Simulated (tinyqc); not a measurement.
# X-ray reflectivity of a thin film on silicon: critical angles, Parratt recursion, fringes and roughness, step by step

A worked calculation. Computed by tinyqc, a small Python program that keeps every step. Command: `OMP_NUM_THREADS=1 python tinyqc.py 3121569 3121570 out.jsonl xrr walk`. One thread of a shared host (Intel(R) Xeon(R) Processor @ 2.30GHz), about 0.01 s of CPU time with the checks. Intermediate numbers are printed to about 5 digits and carried at full precision; extremes and crossings named in words are read from the listed rows.

n = 1 - delta + i beta; the classical electron radius is r_e = 2.8179403e-6 nm. Layer 0 is vacuum, 1 the film, 2 the substrate.

Inputs (values chosen for the exercise, modelled on ruthenium on silicon, copper K-alpha radiation): wavelength lambda = 0.15406 nm; film density rho = 12.2 g/cm^3; effective electrons per unit mass, film = 0.437 mol/g; beta/delta, film = 0.08; film thickness d = 7.63 nm; roughness of the surface sigma_1 = 0.51 nm; roughness of the interface sigma_2 = 0.31 nm; substrate density = 2.33 g/cm^3; effective electrons per unit mass, substrate = 0.507 mol/g; beta/delta, substrate = 0.023; grazing angle theta = 1.73 degrees.

Constants: N_A = 6.02214076e+23 1/mol.

## Optical constants

delta = r_e lambda^2 rho_e/(2 pi), rho_e = density x electrons per mass x N_A; critical angle sqrt(2 delta), q_c = 4 sqrt(pi r_e rho_e).

Constants:
```
layer      rho_e (1/nm^3)       delta        beta  critical angle (degrees)  q_c (1/nm)
film               3210.6  3.4176e-05  2.7341e-06                   0.47370     0.67437
substrate           711.4  7.5726e-06  1.7417e-07                   0.22298     0.31744
```

The film is denser in electrons than the substrate; X-rays tunnel through a film of a few nanometres, so the edge of total reflection moves to the value of the film only as it thickens.

## Critical angle of the film

The formulas are those given above.

critical angle of the film = 0.47370 degrees

## Reflectivity at one angle

k_j = (2 pi/lambda) sqrt(sin^2 theta - 2 delta_j + 2 i beta_j); r_ij = (k_i - k_j)/(k_i + k_j) x exp(-2 k_i k_j sigma^2) (Nevot-Croce); r = (r_01 + r_12 p)/(1 + r_01 r_12 p), p = exp(2 i k_1 d); R = |r|^2.

k_0, k_1, k_2 (1/nm): [1.2313, 1.1842+0.0038i, 1.2210+0.0002i]

1000 r_01 = 9.1230-0.7816i

1000 r_12 = -11.582+1.165i

p = 0.67124-0.66245i

reflectivity R = 6.3380e-05

q = 4 pi sin(theta)/lambda = 2.4625 1/nm

## Fringe period, contrast and decay

Far above the critical angle the period is d theta = lambda/(2 d), or 2 pi/d in q; the envelope runs between (|r_01| - |r_12 p|)^2 and (|r_01| + |r_12 p|)^2; contrast = 2 a b/(a^2 + b^2) with a = |r_01|, b = |r_12 p|; roughness factors on the amplitudes are about exp(-q^2 sigma^2/2).

period in theta = 0.57844 degrees

period in q = 0.82348 1/nm

contrast = 0.98376

roughness factor, surface = 0.45447

roughness factor, interface = 0.74724

## Thickness from the minima

Minima of R theta^4 are located on 6001 points over 7.5 periods, from 1.15 times the larger critical angle. With refraction, sin^2(theta_m) = 2 delta + m^2 (lambda/(2 d))^2, m integer or half-integer; the first six minima are used, and the first order is the one that minimises the largest residual of the least-squares line plus the distance of its intercept from 2 delta. Without refraction, d = lambda/(2 x mean step of sin theta).

Minima:
```
order m  theta (degrees)  sin^2 theta
1                 0.7501    0.0001714
2                 1.2519    0.0004773
3                 1.7992    0.0009858
4                 2.3625    0.0016992
5                 2.9344    0.0026207
6                 3.5215    0.0037729
```

d with refraction = 7.5989 nm

d without refraction = 7.9687 nm

Against d = 7.63 nm the errors are -0.41 % with and +4.44 % without refraction. The orders are integers, as r_01 and r_12 have opposite signs for a film denser than the substrate.

## Which roughness does what

R is averaged over one period above each angle (64 points); contrast = (max - min)/(max + min) of R theta^4 over that period. Cases: smooth; only sigma_1; only sigma_2; both.

Mean R and contrast:
```
theta (degrees)   R smooth  contrast  R, sigma_1  contrast, sigma_1  R, sigma_2  contrast, sigma_2     R, both  contrast, both
0.8              0.0061582   0.95546  4.7671e-03            0.99828  5.8545e-03            0.91541  4.4581e-03         0.99802
1.2              0.0010285   0.94936  5.7311e-04            0.99649  9.1683e-04            0.89447  4.5656e-04         0.99578
1.8              0.0002779   0.95983  1.2014e-04            0.85041  2.2444e-04            0.83084  6.5141e-05         0.96483
2.5              0.0000990   0.96217  3.6229e-05            0.33690  7.1004e-05            0.62455  1.0587e-05         0.71955
3.5              0.0000247   0.96290  9.2295e-06            0.08649  1.6361e-05            0.41253  6.1644e-07         0.41762
```

At 2.5 degrees sigma_1 alone multiplies the mean R by 0.37 and sigma_2 alone by 0.72; the contrast goes from 0.96 (smooth) to 0.34 and 0.62.

Checks made by the program: smooth bare substrate far above q_c against (q_c/2q)^4 (relative difference 1e-03).
